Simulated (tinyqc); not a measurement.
Plane-wave Kohn-Sham cycle with exchange-only LDA in a layered model solid, step by step. One step of it, computed by the program tinyqc.

Question. Iteration 1: levels at that k. Diagonalise the Hermitian matrix.

H (hartree), lower triangle:
```
           -2         -1         +0         +1        +2
-2   0.217277
-1  -0.335000  -0.162440
+0  -0.115000  -0.335000  -0.238383
+1   0.000000  -0.115000  -0.335000  -0.010553
+2   0.000000   0.000000  -0.115000  -0.335000  0.521051
```

Give: eigenvalues.

Answer.

eigenvalues (hartree): -0.8073  -0.1833  0.2093  0.4203  0.6880
